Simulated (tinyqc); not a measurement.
From results back to parameters: free and nearly free electrons in a metal. Four cases, with inputs chosen for the exercise.

Problem. A free-electron metal with 4 atoms in the cubic cell and z electrons an atom has EF = c kF^2/m, (hbar omega_p)^2 = 8 pi c (e^2/(4 pi eps0)) n/m and kF = (3 pi^2 n)^(1/3), c = hbar^2/2m0.

Constants: hbar^2/2m0 = 3.80998211 eV angstrom^2; e^2/(4 pi eps0) = 14.39964547 eV angstrom.

Case 1.

Values chosen (out of a larger set: near those of Au, whose d bands this model ignores; not measured data): a = 4.102 angstrom (fcc lattice constant).

EF = 5.46075 eV
hbar omega_p = 8.93910 eV

Case 2.

Values chosen (out of a larger set: near those of Al; not measured data): a = 4.039 angstrom (fcc lattice constant).

EF = 11.71593 eV
hbar omega_p = 15.84664 eV

Case 3.

Values chosen (out of a larger set: near those of Ag, whose d bands this model ignores; not measured data): a = 4.058 angstrom (fcc lattice constant).

EF = 5.57981 eV
hbar omega_p = 9.08488 eV

Case 4.

Values chosen (out of a larger set: near those of Cu, whose d bands this model ignores; not measured data): a = 3.605 angstrom (fcc lattice constant).

EF = 7.07022 eV
hbar omega_p = 10.84999 eV

Find: kF; m; z.

Solution. (hbar omega_p)^2/EF = (8/(3 pi)) (e^2/(4 pi eps0)) kF gives kF; EF then gives m, and n = kF^3/(3 pi^2) gives z.

Case 1.

kF = 1.1972 1/angstrom
m = 1.00 m0
z = 1.00

Case 2.

kF = 1.7536 1/angstrom
m = 1.00 m0
z = 3.00

Case 3.

kF = 1.2102 1/angstrom
m = 1.00 m0
z = 1.00

Case 4.

kF = 1.3622 1/angstrom
m = 1.00 m0
z = 1.00

Computed by tinyqc, one run a case: `OMP_NUM_THREADS=1 python tinyqc.py N N+1 out.jsonl` with N = 1650209, 1650276, 1650290, 1650321; one thread of a shared Intel(R) Xeon(R) Processor @ 2.30GHz, about 0.01 s a run at most.
